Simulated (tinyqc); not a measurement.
From results back to parameters: valence-band offset from core levels. Two cases, with inputs chosen for the exercise.

Problem. At an interface of A and B the binding energy of the core level of B exceeds that of A by dCL. Binding energy of a core level = (EF - Ev) + CL, with one Fermi level for both sides. Find dEv = Ev(A) - Ev(B) and dEc = Eg2 - Eg1 - dEv with the corrected (second) gaps.

Case 1.

Values chosen (out of a larger set: gaps near those of Si and SiO2; not measured data): CL = (54.17, 33.3) eV (depth of a core level below the valence top in bulk A and bulk B); Eg1 = (0.58, 1.22) eV (gap of A: semi-local value, corrected value); Eg2 = (5.74, 9.27) eV (gap of B: semi-local value, corrected value).

dCL = -16.3623 eV

Case 2.

Values chosen (out of a larger set: gaps near those of GaAs and Ge; not measured data): CL = (94.76, 57.37) eV (depth of a core level below the valence top in bulk A and bulk B); Eg1 = (0.51, 1.54) eV (gap of A: semi-local value, corrected value); Eg2 = (0.1, 0.74) eV (gap of B: semi-local value, corrected value).

dCL = -37.9783 eV

Find: dEv; dEc.

Solution. dCL = (EF - Ev(B)) + CL_B - (EF - Ev(A)) - CL_A = dEv + CL_B - CL_A; the Fermi level drops out.

Case 1.

dEv = 4.51 eV
dEc = 3.54 eV

Case 2.

dEv = -0.59 eV
dEc = -0.21 eV

Computed by tinyqc, one run a case: `OMP_NUM_THREADS=1 python tinyqc.py N N+1 out.jsonl` with N = 1850829, 1850866; one thread of a shared Intel(R) Xeon(R) Processor @ 2.30GHz, about 0.01 s a run at most.
